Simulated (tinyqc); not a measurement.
Orbital energy against energy difference: ionisation energy by orbital energies and by energy differences in the cc-pvdz basis, for BeH2, spin multiplicity 1. Computed by the program tinyqc with PySCF. 

Geometry (angstrom):
```
atom       x        y       z
Be    0.0000   0.0000  0.0000
H     0.0000   1.2770  0.0000
H     0.0000  -1.2770  0.0000
```

CCSD(T) difference in the same basis = 12.1099 eV

IP-EOM-CCSD = 12.1420 eV

The cation is unrestricted; errors are against CCSD(T) in this basis, not against experiment.

First vertical ionisation energy (eV):
```
method     -e(HOMO)  E(cation) - E  error of -e(HOMO)  error of the difference
HF           12.350       11.48031              0.241                   -0.630
LDA           7.512       11.75587             -4.598                   -0.354
PBE           7.529       11.78039             -4.581                   -0.329
B3LYP         8.724       12.02631             -3.385                   -0.084
PBE0          8.905       11.95953             -3.205                   -0.150
CAM-B3LYP    10.416       12.12429             -1.694                    0.014
LC-wPBE      11.875       12.27320             -0.234                    0.163
```

Koopmans errs by +0.24 eV and Delta-HF by -0.63 eV: relaxation, 0.87 eV, lowers the value and the missing correlation difference works against it. The PBE level is off by -4.6 eV through the wrong tail of its potential, though its energy difference is off by -0.33 eV; exact exchange deepens the level, and among the orbital energies LC-wPBE comes closest; among the differences CAM-B3LYP does.
